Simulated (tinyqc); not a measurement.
# Worked calculation: on-chip power grid, static voltage drop by conjugate gradients

Numbers from tinyqc (`OMP_NUM_THREADS=1 python tinyqc.py 2770139 2770140 out.jsonl`; about 0.1 s on one thread of a shared Intel Xeon 2.30GHz). Printed values are rounded.

A grid of 3 rows and 4 columns, node k = 4 row + column. Neighbours in a row are joined by Rx, in a column by Ry; pad nodes, which reach the supply through Rp: 0. Each node draws I0, node 5 draws kh I0. The drops u = Vdd - V solve G u = i, with G the conductance matrix (1/Rp added on the diagonal at pad nodes).

Values chosen for this exercise:
```
symbol,value,unit,meaning
Vdd,0.65,V,supply voltage
Rx,0.44,ohm,resistance of a horizontal segment
Ry,1.9,ohm,resistance of a vertical segment
Rp,0.038,ohm,resistance from a pad node to the supply
I0,7.8,mA,load current of an ordinary node
kh,3,,factor on the load at the hot node
```

## Diagonal of G, loads and first direction

G_kk = sum of the conductances at node k. Start u = 0, so the residual is r = i; z = r/G_kk (Jacobi preconditioner), p = z.

G_kk (S):
```
         col 0    col 1    col 2    col 3
row 0  29.1148  5.07177  5.07177  2.79904
row 1  3.32536  5.59809  5.59809  3.32536
row 2  2.79904  5.07177  5.07177  2.79904
```

r at the start (mA):
```
       col 0  col 1  col 2  col 3
row 0    7.8    7.8    7.8    7.8
row 1    7.8   23.4    7.8    7.8
row 2    7.8    7.8    7.8    7.8
```

p at the start (mV):
```
          col 0    col 1    col 2    col 3
row 0  0.267905  1.53792  1.53792  2.78667
row 1   2.34561     4.18  1.39333  2.34561
row 2   2.78667  1.53792  1.53792  2.78667
```

## Iteration 1: conjugate-gradient step

u at the start (mV):
```
       col 0  col 1  col 2  col 3
row 0      0      0      0      0
row 1      0      0      0      0
row 2      0      0      0      0
```

q = G p; with z = r/G_kk: a = (r.z)/(p.q); u(new) = u + a p; r(new) = r - a q; b = (r.z)(new)/(r.z); p(new) = z(new) + b p.

q (mA):
```
         col 0    col 1    col 2   col 3
row 0   3.0702   1.4958  -2.7619  3.0702
row 1  -3.3077  13.2835  -8.6498  1.7000
row 2   3.0702  -4.2286  -2.7619  3.0702
```

a = 4.87075

u after iteration 1 (mV):
```
         col 0    col 1   col 2    col 3
row 0   1.3049   7.4909  7.4909  13.5732
row 1  11.4249  20.3598  6.7866  11.4249
row 2  13.5732   7.4909  7.4909  13.5732
```

r after iteration 1 (mA):
```
         col 0     col 1    col 2    col 3
row 0  -7.1541    0.5141  21.2528  -7.1541
row 1  23.9108  -41.3008  49.9311  -0.4803
row 2  -7.1541   28.3965  21.2528  -7.1541
```

b = 5.05014

p after iteration 1 (mV):
```
         col 0    col 1    col 2    col 3
row 0   1.1072   7.8681  11.9571  11.5171
row 1  19.0361  13.7319  15.9558  11.7012
row 2  11.5171  13.3657  11.9571  11.5171
```

## Iteration 2: conjugate-gradient step

As before.

q (mA):
```
         col 0     col 1    col 2    col 3
row 0   4.3359    2.9861   8.1887  -1.0969
row 1  25.4486  -13.8304  18.9331  -9.4758
row 2  -8.1586    7.2097  -4.3058  -1.0969
```

a = 2.44761

u after iteration 2 (mV):
```
         col 0    col 1    col 2    col 3
row 0   4.0150  26.7489  36.7572  41.7626
row 1  58.0178  53.9700  45.8402  40.0649
row 2  41.7626  40.2048  36.7572  41.7626
```

r after iteration 2 (mA):
```
          col 0    col 1    col 2    col 3
row 0  -17.7667  -6.7947   1.2101  -4.4693
row 1  -38.3774  -7.4494   3.5903  22.7127
row 2   12.8149  10.7501  31.7917  -4.4693
```

b = 0.703358

p after iteration 2 (mV):
```
         col 0    col 1    col 2    col 3
row 0   0.1686   4.1944   8.6487   6.5039
row 1   1.8484   8.3278  11.8640  15.0603
row 2  12.6790  11.5204  14.6785   6.5039
```

## Iteration 3: conjugate-gradient step

As before.

q (mA):
```
          col 0    col 1    col 2     col 3
row 0   -5.5981  -3.1494  13.3059   -9.3779
row 1  -19.5420   7.1840   0.9836   16.2710
row 2    8.3333  -8.1301  27.2373  -23.0819
```

a = 1.59012

u after iteration 3 (mV):
```
         col 0    col 1    col 2    col 3
row 0   4.2830  33.4184  50.5098  52.1046
row 1  60.9570  67.2122  64.7054  64.0126
row 2  61.9237  58.5237  60.0978  52.1046
```

r after iteration 3 (mA):
```
         col 0     col 1     col 2    col 3
row 0  -8.8651   -1.7868  -19.9479  10.4427
row 1  -7.3032  -18.8728    2.0263  -3.1602
row 2  -0.4362   23.6779  -11.5190  32.2337
```

b = 0.769449

p after iteration 3 (mV):
```
         col 0    col 1   col 2    col 3
row 0  -0.1748   2.8751  2.7216   8.7352
row 1  -0.7740   3.0365  9.4907  10.6378
row 2   9.6000  13.5330  9.0232  16.5204
```

## Course of the conjugate-gradient iteration

Stop when |r| is below 1e-9 mA.

Course of the iteration:
```
iteration  largest u (mV)  |r| (mA)
1                 20.3598      81.8
2                 58.0178      61.2
3                 67.2122      52.4
4                 76.5722      33.4
5                 86.6061      19.2
6                 89.6795      9.68
7                 90.7503      6.66
8                 90.2106      2.70
9                 90.2215      1.43
10                90.2879     0.504
11                90.3365     0.346
12                90.3405   < 1e-11
```

Converged in 12 iterations for 12 unknowns; in exact arithmetic the method needs at most 12. The condition number of the scaled matrix is 68.4. Gauss-Seidel sweeps in node order need 416 to reach the same residual.

## Worst drop, pad currents and power lost

converged u (mV):
```
         col 0    col 1    col 2    col 3
row 0   4.1496  34.0726  51.2575  59.1404
row 1  67.5965  74.2586  76.6048  78.3602
row 2  87.4550  88.6218  89.6828  90.3405
```

Pad current u/Rp; worst drop as a share of Vdd; power lost in the grid and pads sum_k i_k u_k; power delivered sum_k i_k (Vdd - u_k).

worst drop = 90.3405 mV
share of Vdd = 13.8985 %
pad currents (mA): node 0 109.2
power lost = 7.41045 mW
power delivered = 63.5696 mW

The pad currents add up to the total load, 109.2 mA. The worst drop is at node 11, not at the hot node.
